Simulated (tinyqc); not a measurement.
Inside a calculation. Method: CIS and TDHF on RHF in the sto-6g basis, for BeH2, spin multiplicity 1. One step of it, computed by the program tinyqc.

Question. CIS matrix, triplets. A(ia,jb) = (e_a - e_i) d_ij d_ab - (ij|ab).

orbital energies (hartree): MO1 -4.592546, MO2 -0.448691, MO3 -0.409917, MO4 0.203198, MO5 0.209478, MO6 0.446562, MO7 0.853721

Two-electron integrals over orbitals (pq|rs), unique and non-zero (hartree):
```
(11|11) 2.280588    (21|11) -0.194480   (21|21) 0.026007    (22|11) 0.480152
(22|21) -0.006144   (22|22) 0.393204    (31|31) 0.005780    (32|31) 0.013013
(32|32) 0.163603    (33|11) 0.447941    (33|21) -0.002279   (33|22) 0.405787
(33|33) 0.428477    (41|11) 0.045986    (41|21) -0.005638   (41|22) 0.003862
(41|33) 0.002145    (41|41) 0.016792    (42|11) -0.019374   (42|21) 0.001896
(42|22) 0.011376    (42|33) 0.011278    (42|41) 0.014000    (42|42) 0.048132
(43|31) -0.000165   (43|32) 0.012918    (43|43) 0.015652    (44|11) 0.567391
(44|21) -0.007631   (44|22) 0.361589    (44|33) 0.350093    (44|41) -0.005594
(44|42) -0.026745   (44|44) 0.454515    (51|51) 0.016042    (52|51) 0.014915
(52|52) 0.048140    (53|53) 0.014015    (54|51) -0.003692   (54|52) -0.009649
(54|54) 0.025940    (55|11) 0.570053    (55|21) -0.007293   (55|22) 0.364280
(55|33) 0.350958    (55|41) 0.001404    (55|42) -0.008729   (55|44) 0.400668
(55|55) 0.450117    (61|11) -0.190735   (61|21) 0.026387    (61|22) -0.006087
(61|33) -0.003156   (61|41) -0.002769   (61|42) 0.004228    (61|44) -0.006483
(61|55) -0.004768   (61|61) 0.027552    (62|11) 0.123819    (62|21) -0.006655
(62|22) -0.020235   (62|33) -0.043615   (62|41) 0.004110    (62|42) -0.003566
(62|44) 0.051150    (62|55) 0.056774    (62|61) -0.004353   (62|62) 0.079447
(63|31) -0.001716   (63|32) -0.092429   (63|43) -0.010576   (63|63) 0.081902
(64|11) 0.016425    (64|21) 0.000655    (64|22) 0.003705    (64|33) -0.002853
(64|41) 0.014306    (64|42) 0.039569    (64|44) -0.005207   (64|55) 0.006213
(64|61) 0.003681    (64|62) 0.021023    (64|64) 0.044384    (65|51) 0.016037
(65|52) 0.046274    (65|54) -0.006658   (65|65) 0.049780    (66|11) 0.487170
(66|21) -0.007004   (66|22) 0.395833    (66|33) 0.404363    (66|41) 0.009061
(66|42) 0.026382    (66|44) 0.358945    (66|55) 0.366989    (66|61) -0.005353
(66|62) -0.024431   (66|64) 0.016560    (66|66) 0.418489    (71|31) 0.010853
(71|32) 0.019389    (71|43) -0.000768   (71|63) -0.001148   (71|71) 0.020718
(72|31) 0.003796    (72|32) -0.044237   (72|43) -0.012188   (72|63) 0.060919
(72|71) 0.007492    (72|72) 0.057500    (73|11) 0.142739    (73|21) -0.004562
(73|22) -0.005718   (73|33) -0.020467   (73|41) -0.000501   (73|42) -0.017448
(73|44) 0.062179    (73|55) 0.062102    (73|61) -0.003614   (73|62) 0.073040
(73|64) 0.008244    (73|66) -0.023775   (73|73) 0.084410    (74|31) -0.002983
(74|32) -0.029309   (74|43) 0.011491    (74|63) 0.017003    (74|71) -0.004986
(74|72) 0.004489    (74|74) 0.022480    (75|53) 0.013576    (75|75) 0.016573
(76|31) 0.010441    (76|32) 0.138999    (76|43) 0.014275    (76|63) -0.090478
(76|71) 0.015847    (76|72) -0.053586   (76|74) -0.024695   (76|76) 0.133419
(77|11) 0.567325    (77|21) -0.008040   (77|22) 0.419958    (77|33) 0.438144
(77|41) 0.001100    (77|42) 0.002121    (77|44) 0.388909    (77|55) 0.386970
(77|61) -0.008225   (77|62) -0.030494   (77|64) -0.007128   (77|66) 0.428220
(77|73) -0.006308   (77|77) 0.477759
```

Give: CIS matrix A, triplet.

Answer.

CIS matrix A, triplet (hartree), lower triangle:
```
         1>4     1>5      1>6      1>7      2>4     2>5      2>6      2>7
1>4   4.2284
1>5   0.0000  4.2320
1>6  -0.0164  0.0000   4.5519
1>7   0.0000  0.0000   0.0000   4.8789
2>4   0.0076  0.0000  -0.0007   0.0000   0.2903
2>5   0.0000  0.0073   0.0000   0.0000   0.0000  0.2939
2>6  -0.0007  0.0000   0.0070   0.0000  -0.0037  0.0000   0.4994
2>7   0.0000  0.0000   0.0000   0.0080   0.0000  0.0000   0.0000   0.8825
3>4   0.0000  0.0000   0.0000   0.0030   0.0000  0.0000   0.0000   0.0293
3>5   0.0000  0.0000   0.0000   0.0000   0.0000  0.0000   0.0000   0.0000
3>6   0.0000  0.0000   0.0000  -0.0104   0.0000  0.0000   0.0000  -0.1390
3>7   0.0030  0.0000  -0.0104   0.0000   0.0293  0.0000  -0.1390   0.0000

        3>4     3>5     3>6     3>7
3>4  0.2630
3>5  0.0000  0.2684
3>6  0.0029  0.0000  0.4521
3>7  0.0000  0.0000  0.0000  0.8255
```
